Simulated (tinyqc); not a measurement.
# Worked calculation: junction field-effect transistor with two gates, gradual channel with velocity saturation

Computed by the program tinyqc: `OMP_NUM_THREADS=1 python tinyqc.py 2500042 2500043 out.jsonl`, one thread of a shared Intel Xeon 2.30GHz, about 0.06 s for the whole run. Printed values are rounded.

A uniformly doped n-type channel, depleted from both sides by p+ gates; at channel potential V the depleted share of a is u = sqrt((Vbi - Vg + V)/Vp), s at the source. Electrons drift with v = mu E/(1 + mu E/vsat). Abrupt depletion edge, no series resistance, source at 0.

Parameters, values chosen for the exercise; material values close to those of gallium arsenide:
```
symbol    value        unit                                     meaning
T           250           K                                 temperature
eps_r      13.1              relative permittivity of the semiconductor
Nc      3.33e17       cm^-3      conduction-band density of states at T
Eg          1.4          eV                                    band gap
Nv      6.76e18       cm^-3         valence-band density of states at T
Nd       5.1e16       cm^-3                donor density of the channel
a           250          nm                  half the channel thickness
mu         4600  cm^2/(V s)           low-field mobility at this doping
vsat      9.7e6        cm/s                         saturation velocity
L           0.5          um                                 gate length
W           100          um                                  gate width
Na       4.6e18       cm^-3               acceptor density of the gates
Vg            0           V                                gate voltage
Vd         0.15           V                               drain voltage
```

Constants: q = 1.602176634e-19 C, kB = 1.380649e-23 J/K, Vt = kB T/q, eps0 = 8.8541878128e-14 F/cm where lengths are in cm. Results are converted to the units shown.

## Built-in and pinch-off voltages

ni = sqrt(Nc Nv) exp(-Eg/(2 Vt)), Eg in volts; Vbi = Vt ln(Na Nd/ni^2); Vp = q Nd a^2/(2 eps0 eps_r); G0 = 2 q mu Nd a W/L; Z = mu Vp/(vsat L); s = sqrt((Vbi - Vg)/Vp). VT = Vbi - Vp.

Vbi = 1.35128 V
Vp = 2.20146 V
VT = -0.850174 V
G0 = 375.871 mS
Z = 20.8798
s = 0.783462

Z = 20.9: velocity saturation dominates.

## Current below saturation

u = sqrt((Vbi - Vg + Vd)/Vp). I = (G0 Vp/3) F/(1 + Z (u^2 - s^2)), F = 3 (u^2 - s^2) - 2 (u^3 - s^3), with u at V = Vd; Z = 0 gives constant mobility, for which u stops at 1.

u = 0.825803
F = 0.0398971
I for Z = 0 = 11.0045 mA
I = 4.54227 mA

The falling mobility lowers the current by 58.7 %.

## Iteration 1: the saturation point by Newton steps

u at the start = 1

a is the channel (half-)thickness, Vp its pinch-off voltage and Z = mu Vp/(vsat L); an iterate with u > 1 is an overshoot, not a physical state. f = (1 - u)(1 + Z (u^2 - s^2)) - Z F/3, F = 3 (u^2 - s^2) - 2 (u^3 - s^3); f' = -(1 + Z (u^2 - s^2)); u(new) = u - f/f'.

f = -0.837694
f' = -9.06351
u after iteration 1 = 0.907575

## Iteration 2: the saturation point by Newton steps

As before.

f = -0.172868
f' = -5.38224
u after iteration 2 = 0.875457

## Course of the iteration: the saturation point by Newton steps

Stop when u changes by less than 1e-10, or after 60 iterations.

Course of the iteration:
```
iteration,u,|change|
1,0.907575,0.0924
2,0.875457,0.0321
3,0.870843,4.61e-3
4,0.870746,9.67e-5
5,0.870746,4.23e-8
6,0.870746,< 1e-14
```

Converged in 6 iterations. At the end the number of correct digits about doubles with each step.

## Saturation voltage, current and transconductance

um = 0.870746

Vdsat = Vp (um^2 - s^2); Isat = (G0 Vp/Z)(1 - um), which is 2 q Nd vsat a W (1 - um); gm = G0 (um - s)/(1 + Z (um^2 - s^2)). For Z = 0: Vdsat = Vp (1 - s^2), Isat = (G0 Vp/3)(1 - 3 s^2 + 2 s^3), gm = G0 (1 - s).

Vdsat = 0.317858 V
Isat = 5.12232 mA
gm = 8.17173 mS
Vdsat for Z = 0 = 0.850174 V
Isat for Z = 0 = 33.1977 mA
gm for Z = 0 = 81.3902 mS

The current saturates with 12.9 % of the channel still open at the drain, at 0.154 of the constant-mobility current.
